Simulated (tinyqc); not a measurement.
The best anneal temperature for the time t: solubility, supersaturation, precipitation and gettering of an impurity in a silicon-like host. Computed by tinyqc, a small Python program. Command: `OMP_NUM_THREADS=1 python tinyqc.py 3014833 3014834 out.jsonl ripen walk`. One thread of a shared host (Intel(R) Xeon(R) Processor @ 2.30GHz), about 0.01 s of CPU time with the checks.

The wafer was saturated at T1 and is then held at T.

Inputs (values chosen for the exercise, modelled on oxygen in silicon):

| quantity | value | unit |
|---|---|---|
| site density N0 | 5e+22 | 1/cm^3 |
| enthalpy of solution H | 1.55 | eV |
| entropy of solution S | 0.63 | k_B |
| diffusion prefactor D0 | 0.12 | cm^2/s |
| migration energy Q | 2.52 | eV |
| temperature of saturation T1 | 1400 | K |
| anneal temperature T | 1284 | K |
| sink density n | 2.9e+09 | 1/cm^3 |
| initial sink radius r0 | 6.2 | nm |
| impurity density in the precipitate C_p | 3.4e+22 | 1/cm^3 |
| interface energy gamma | 0.32 | J/m^2 |
| anneal time t | 280000 | s |

Constants: k_B = 8.617333262e-05 eV/K; k_B = 1.380649e-23 J/K.

Method:
- C_eq(T) = N0 exp(S/k_B - H/(k_B T)); D(T) = D0 exp(-Q/(k_B T)); C0 = C_eq(T1). Supersaturation s = C0/C_eq(T); critical radius r* = 2 gamma/(C_p k_B T ln s); barrier W* = (4 pi/3) gamma r*^2. Strain energy is left out.
- r_f = [r0^3 + 3 (C0 - C_eq)/(4 pi n C_p)]^(1/3), tau_f = 1/(4 pi n r_f D).
- Growing sinks: with y = r/r_f and y0 = r0/r_f, dy/dt = (1 - y^3)/(3 tau_f y), which integrates to t/tau_f = F(y) - F(y0), F(y) = (1/2) ln[(1 + y + y^2)/(1 - y)^2] - sqrt(3) arctan[(2y + 1)/sqrt(3)]; the share of the excess left is (1 - y^3)/(1 - y0^3), and C(t) = C_eq + (C0 - C_eq) x share.

C0 = 2.47071e+17 1/cm^3

Dissolved share after t:

| T (K) | C_eq/C0 | tau_f (s) | C(t)/C0 |
|---|---|---|---|
| 630 | 1.5146e-07 | 3.9142e+15 | 1.00000 |
| 728 | 7.0706e-06 | 7.5670e+12 | 1.00000 |
| 840 | 1.9062e-04 | 3.5719e+10 | 1.00000 |
| 952 | 2.3672e-03 | 5.9493e+08 | 0.99996 |
| 1064 | 1.7297e-02 | 2.3571e+07 | 0.99888 |
| 1176 | 8.6535e-02 | 1.7626e+06 | 0.96705 |
| 1274 | 2.8064e-01 | 2.8183e+05 | 0.70854 |
| 1344 | 5.8548e-01 | 1.0245e+05 | 0.63882 |

What follows from these numbers?

The lowest dissolved share among these rows is 0.64 at 1344 K. Diffusion limits all rows, so hotter is better throughout. Solubility falls with H = 1.55 eV and diffusion with Q = 2.52 eV.

Extremes, crossings and ranges named in words are read from the listed rows.
